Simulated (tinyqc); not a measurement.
Thermodynamics of metal silicides: hull, first phase, silicon consumed, nucleation and stability against SiO2: one step, computed by the program tinyqc.

Entropies of formation of the solids are neglected, so heats stand for free energies. Si fractions: M2Si 0.3333, MSi 0.5000, MSi2 0.6667.

Question. First phase. Effective heat of formation: at the interface the mixture has the Si fraction x_e; the limiting element scales the heat, H_eff = H x_e/x if x_e < x, H (1 - x_e)/(1 - x) otherwise. The rule names the most negative as the first phase; its restriction to congruently melting phases is left out here.

Inputs (values chosen for the exercise, for a model metal): heat of formation of M2Si = -48.6 kJ/mol atoms; heat of formation of MSi = -49.2 kJ/mol atoms; heat of formation of MSi2 = -22.3 kJ/mol atoms; Si fraction x_e at the lowest liquidus = 0.14.

Phases: M2Si, MSi, MSi2.

Give: H_eff; most negative H_eff.

Answer.

H_eff (kJ/mol atoms): M2Si -20.412, MSi -13.776, MSi2 -4.683

most negative H_eff = -20.412 kJ/mol atoms

The rule picks M2Si, ahead of MSi by 6.6 kJ/mol; it is not the phase with the most negative heat itself. The rule is empirical and ignores nucleation barriers.
